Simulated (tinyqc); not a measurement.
Lateral field, substrate current, probability of reaching the oxide barrier and hot-carrier lifetime of a silicon transistor (pseudo-two-dimensional and lucky-electron models). From substrate current I_sub/W back to drain voltage V_D. Computed by tinyqc, a small Python program. Command: `OMP_NUM_THREADS=1 python tinyqc.py 3010293 3010294 out.jsonl hotcar inv`. One thread of a shared host (Intel(R) Xeon(R) Processor @ 2.30GHz), about 0.01 s of CPU time with the checks.

Local-field models: a lucky carrier gains its energy at the peak field over a path free of collisions. Voltages are magnitudes.

Inputs (values chosen for the exercise, modelled on a silicon p-channel):
```
quantity,value,unit
channel length L,360,nm
oxide thickness t,9.3,nm
junction depth x_j,100,nm
mobility mu,120,cm^2/(V s)
saturation velocity v_s,0.71,1e7 cm/s
threshold voltage V_T,0.45,V
gate voltage V_G,2.1,V
ionisation prefactor A_i,8e+06,1/cm
ionisation field B_i,3.79,MV/cm
hot-carrier mean free path lambda,4.6,nm
oxide barrier phi_b,4.6,eV
interface-trap threshold phi_it,4.7,eV
lifetime constant H,2000,s microampere/micrometre
```

Drain: abrupt.

Constants: eps_0 = 8.8541878128e-12 F/m.

Method:
- C_ox = 3.9 eps_0/t; F_sat = 2 v_s/mu; V_Dsat = V_ov F_sat L/(V_ov + F_sat L), V_ov = V_G - V_T; I_D/W = C_ox v_s (V_ov - V_Dsat).
- Scale length l = 0.22 t^(1/3) x_j^(1/2) (all in cm); F_m = sqrt(((V_D - V_Dsat)/l_e)^2 + F_sat^2), with l_e = l; length of the velocity-saturated region l_e ln((V_D - V_Dsat)/(l_e F_sat) + F_m/F_sat).
- Substrate current I_sub/I_D = (A_i/B_i)(V_D - V_Dsat) exp(-B_i/F_m); probability of reaching the oxide barrier exp(-phi_b/(e lambda F_m)); lifetime tau = (H/(I_D/W)) exp(phi_it/(e lambda F_m)).

Task: A run gave the result below. Find the drain voltage V_D, known to lie between 3.2 and 5.5 V.

substrate current I_sub/W = 0.09512988 microampere/micrometre

Result:

Each step takes the trial c = (a f_b - b f_a)/(f_b - f_a), f being the result less the target and a, b, c the logarithms of the listed values; c replaces end b, the old b replaces a if the sign of f changed, and otherwise f_a is halved.

Scan of the range:
```
drain voltage V_D (V),substrate current I_sub/W (microampere/micrometre)
3.20,3.54880e-03
3.50,1.59824e-02
3.83,6.04052e-02
4.20,1.99732e-01
4.59,5.51624e-01
5.03,1.39518e+00
5.50,3.12112e+00
```

False position (Illinois rule, in the logarithm of the input) inside the bracket:
```
step,end a,end b,trial,substrate current I_sub/W (microampere/micrometre)
1,3.83000,4.20000,3.91905,0.0825812
2,4.20000,3.91905,3.94822,0.0911526
3,4.20000,3.94822,3.96551,0.0965662
4,3.94822,3.96551,3.96091,0.0951026
5,3.96551,3.96091,3.96100,0.0951297
6,3.96551,3.96100,3.96100,0.0951301
7,3.96100,3.96100,3.96100,0.0951299
```

Substrate current I_sub/W rises at every point of a 13-point scan of the range (every second point is shown), so one value fits; it is bracketed by 3.83 and 4.20. Answer: drain voltage V_D = 3.961 V.
